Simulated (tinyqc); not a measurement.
Inside a calculation. Method: plane-wave Kohn-Sham cycle with exchange-only LDA in a layered model solid. One step of it, computed by the program tinyqc.

Problem. Iteration 1: Hamiltonian at one k. H(m,m') = (k + G_m)^2/2 delta + V(G_m - G_m'), with V(-G) = V(G).

A solid whose potential varies along x alone (atomic units):
```
parameter                      value
period a                   11.000000
cross-section of the cell  28.000000
electrons per cell                 2
grid points                       16
plane waves -n..n, n               2
k points                           4
V1 in V1 cos(2 pi x/a)     -0.340000
```

V(G_m), m = 0, 1, 2, ... (hartree): [-0.183717, -0.170000, 0.000000, 0.000000, 0.000000]

k = 0.125000 2 pi / a

Give: H.

Solution.

H (hartree), order -2, -1, +0, +1, +2:
$$\begin{pmatrix}
0.3898 & -0.1700 & 0.0000 & 0.0000 & 0.0000 \\
-0.1700 & -0.0588 & -0.1700 & 0.0000 & 0.0000 \\
0.0000 & -0.1700 & -0.1812 & -0.1700 & 0.0000 \\
0.0000 & 0.0000 & -0.1700 & 0.0227 & -0.1700 \\
0.0000 & 0.0000 & 0.0000 & -0.1700 & 0.5529
\end{pmatrix}$$
